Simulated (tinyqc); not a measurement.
Gain factor and gap resistance from two string resistances.

Question. At small bit-line voltage each of the 96 cells has the resistance 1/(K x) at overdrive x (no mobility reduction) in series with a gap resistance Rg. Find K, Rg and the share of the gaps at the higher overdrive.

resistance of a string of 96 equal cells at overdrives of 4.1 and 8 V (kohm): [2857.1257, 1979.0769]

Solution. The resistance per cell is a straight line in 1/x with slope 1/K and intercept Rg.

K = 13.0 uA/V^2
Rg = 11.0 kohm
share of the gaps = 53.4 %

tinyqc, about 0.2 s, one thread, Intel Xeon 2.30GHz (shared host): `OMP_NUM_THREADS=1 python tinyqc.py 2142110 2142111 out.jsonl`
